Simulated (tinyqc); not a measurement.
Solubility, supersaturation, precipitation and gettering of an impurity in a silicon-like host: one step, computed by the program tinyqc. Command: `OMP_NUM_THREADS=1 python tinyqc.py 3012273 3012274 out.jsonl ripen walk`. One thread of a shared host (Intel(R) Xeon(R) Processor @ 2.30GHz), about 0.01 s of CPU time with the checks.

The wafer was saturated at T1 and is then held at T.

Problem. Denuded zone. Near a surface held at C_eq(T) the excess decays by out-diffusion over sqrt(D t) and by capture over L_s = sqrt(D tau_f) = (4 pi n r_f)^(-1/2); the shorter length sets the depth from which the surface draws.

Inputs (values chosen for the exercise, modelled on chromium in silicon):

| quantity | value | unit |
|---|---|---|
| temperature of saturation T1 | 1275 | K |
| anneal temperature T | 702 | K |
| anneal time t | 140000 | s |
| wafer thickness w | 400 | micrometre |

Gettering: relaxation gettering at sinks.

D(T) = 1.110642e-09 cm^2/s

tau_f = 354507.5 s

Give: sqrt(D t); capture length L_s; L_s/w.

Solution.

sqrt(D t) = 124.7 micrometre

capture length L_s = 198.4 micrometre

L_s/w = 0.4961

The capture length exceeds a third of the wafer: given time, most impurity reaches the surfaces before a sink, a loss that the precipitation formulas leave out.
